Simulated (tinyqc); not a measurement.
# Worked calculation: long-channel MOSFET, surface-potential model

Numbers from tinyqc (`OMP_NUM_THREADS=1 python tinyqc.py 2360002 2360003 out.jsonl`; about 0.03 s on one thread of a shared Intel Xeon 2.30GHz). Printed values are rounded.

n-channel transistor on a uniformly doped p-type body, gradual-channel approximation, constant mobility, Boltzmann statistics, full ionisation. Potentials are counted from the neutral body; V is the electron quasi-Fermi potential, Vsb at the source and Vsb + Vds at the drain. Charges are magnitudes per area.

Parameters, values chosen for the exercise; material values close to those of silicon: temperature T = 300 K; band gap Eg = 1.1 eV; relative permittivity of the semiconductor eps_r = 11.9; conduction-band density of states at T Nc = 2.82e19 cm^-3; valence-band density of states at T Nv = 2.69e19 cm^-3; acceptor density of the body Na = 5e17 cm^-3; relative permittivity of the gate insulator eox = 7.14; insulator thickness tox = 7.7 nm; flat-band voltage Vfb = -0.78 V; channel mobility mu = 180 cm^2/(V s); gate width W = 20 um; gate length L = 5 um; source-body reverse bias Vsb = 0.3 V; gate-source voltage Vgs = 0.7 V; drain-source voltage Vds = 2 V.

Constants: q = 1.602176634e-19 C, kB = 1.380649e-23 J/K, Vt = kB T/q, eps0 = 8.8541878128e-14 F/cm where lengths are in cm. Results are converted to the units shown.

## Body potential, insulator capacitance and body factor

ni = sqrt(Nc Nv) exp(-Eg/(2 Vt)), Eg in volts; phiF = Vt ln(Na/ni); Cox = eps0 eox/tox; gamma = sqrt(2 q eps0 eps_r Na)/Cox. VT = Vfb + 2 phiF + gamma sqrt(2 phiF + Vsb), m = 1 + gamma/(2 sqrt(2 phiF + Vsb)).

ni = 1.58638e10 cm^-3
phiF = 0.446363 V
Cox = 0.821025 uF/cm^2
gamma = 0.500434 V^0.5
VT = 0.659259 V
m = 1.22911

## Iteration 1: surface potential at the source by Newton steps

psi at the start (the root without inversion charge) = 1.23070 V

With V = Vsb: G = psi - Vt + Vt e, e = exp((psi - 2 phiF - Vsb)/Vt); f = Vgs + Vsb - Vfb - psi - gamma sqrt(G); f' = -1 - gamma (1 + e)/(2 sqrt(G)); psi(new) = psi - f/f'.

G = 1.31716 V
f = -0.0250369 V
f' = -2.16522
psi after iteration 1 = 1.21914 V

## Iteration 2: surface potential at the source by Newton steps

As before.

G = 1.26510 V
f = -0.00200726 V
f' = -1.84041
psi after iteration 2 = 1.21805 V

## Course of the iteration: surface potential at the source by Newton steps

Stop when psi changes by less than 1e-10 V, or after 40 iterations.

Course of the iteration:
```
iteration,psi (V),|change| (V)
1,1.21914,0.0116
2,1.21805,1.09e-3
3,1.21804,7.32e-6
4,1.21804,3.21e-10
5,1.21804,0
```

Converged in 5 iterations. At the end the number of correct digits about doubles with each step.

## Charges and current of the charge-sheet model

psi_0 = 1.21804 V
psi_L = 1.23070 V

psi_0 and psi_L solve Vgs + Vsb - Vfb - psi = gamma sqrt(G) at V = Vsb and Vsb + Vds. Qi = Cox gamma [sqrt(G) - sqrt(psi - Vt)], G = psi - Vt + Vt exp((psi - 2 phiF - V)/Vt), at both ends. With U = Vgs + Vsb - Vfb: drift = mu (W/L) Cox [U (psi_L - psi_0) - (psi_L^2 - psi_0^2)/2 - (2/3) gamma ((psi_L - Vt)^1.5 - (psi_0 - Vt)^1.5)]; diffusion = mu (W/L) Vt (Qi0 - QiL).

Qi0 = 12.7675 nC/cm^2
QiL = 5.29747e-33 nC/cm^2
drift current = 0.0581692 uA
diffusion current = 0.237648 uA
drain current = 0.295817 uA

Drift carries 19.7 % of the current. The drain end is pinched off: its charge is under 1 % of that at the source.

## Inversion charge along the channel

```
point,V (V)
0,0.3
1,0.633333
2,0.966667
3,1.3
4,1.63333
5,1.96667
6,2.3
```

The surface potential psi at channel potential V solves Vgs + Vsb - Vfb - psi = gamma sqrt(G), G = psi - Vt + Vt exp((psi - 2 phiF - V)/Vt). Charge sheet: Qi = Cox gamma [sqrt(G) - sqrt(psi - Vt)]. Pao-Sah: Qi = (Cox gamma/2) integral from 3 Vt to psi of exp((u - 2 phiF - V)/Vt)/sqrt(G(u, V)) du.

```
point,psi (V),"Qi, charge sheet (nC/cm^2)","Qi, Pao-Sah (nC/cm^2)"
0,1.21804,12.7675,12.9097
1,1.23070,5.28245e-5,5.34106e-5
2,1.23070,1.32765e-10,1.34238e-10
3,1.23070,3.33679e-16,3.37381e-16
4,1.23070,8.38641e-22,8.47944e-22
5,1.23070,2.10777e-27,2.13115e-27
6,1.23070,5.29747e-33,5.35624e-33
```

At the source the charge-sheet charge is 1.1 % below the Pao-Sah one.

## Pao-Sah current by Simpson's rule

I = mu (W/L) integral of Qi dV; Simpson's rule on the 7 points, step Vds/6, weights 1, 4, 2, ..., 4, 1 times step/3.

Pao-Sah current = 1.03280 uA

Gauss-Legendre quadrature on many points gives 0.3002 uA, so this value is 3.44 times it; the charge-sheet current, 0.2958 uA, is 1.4 % below it.
